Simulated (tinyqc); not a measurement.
On-chip power grid, static voltage drop by conjugate gradients: one step of the calculation.

A grid of 3 rows and 4 columns, node k = 4 row + column. Neighbours in a row are joined by Rx, in a column by Ry; pad nodes, which reach the supply through Rp: 0, 11. Each node draws I0, node 3 draws kh I0. The drops u = Vdd - V solve G u = i, with G the conductance matrix (1/Rp added on the diagonal at pad nodes).

Task. Diagonal of G, loads and first direction. G_kk = sum of the conductances at node k. Start u = 0, so the residual is r = i; z = r/G_kk (Jacobi preconditioner), p = z.

Inputs (values chosen for the exercise): resistance of a horizontal segment Rx = 0.12 ohm; resistance of a vertical segment Ry = 0.18 ohm; resistance from a pad node to the supply Rp = 0.1 ohm; load current of an ordinary node I0 = 1 mA; factor on the load at the hot node kh = 3.

Give: G_kk; r at the start; p at the start.

Result.

G_kk (S):
```
	col 0	col 1	col 2	col 3
row 0	23.889	22.222	22.222	13.889
row 1	19.444	27.778	27.778	19.444
row 2	13.889	22.222	22.222	23.889
```

r at the start (mA):
```
	col 0	col 1	col 2	col 3
row 0	1.0000	1.0000	1.0000	3.0000
row 1	1.0000	1.0000	1.0000	1.0000
row 2	1.0000	1.0000	1.0000	1.0000
```

p at the start (mV):
```
	col 0	col 1	col 2	col 3
row 0	0.041860	0.045000	0.045000	0.21600
row 1	0.051429	0.036000	0.036000	0.051429
row 2	0.072000	0.045000	0.045000	0.041860
```

Program tinyqc, `OMP_NUM_THREADS=1 python tinyqc.py 2770209 2770210 out.jsonl`; Intel Xeon 2.30GHz, shared host, one thread, about 0.3 s.
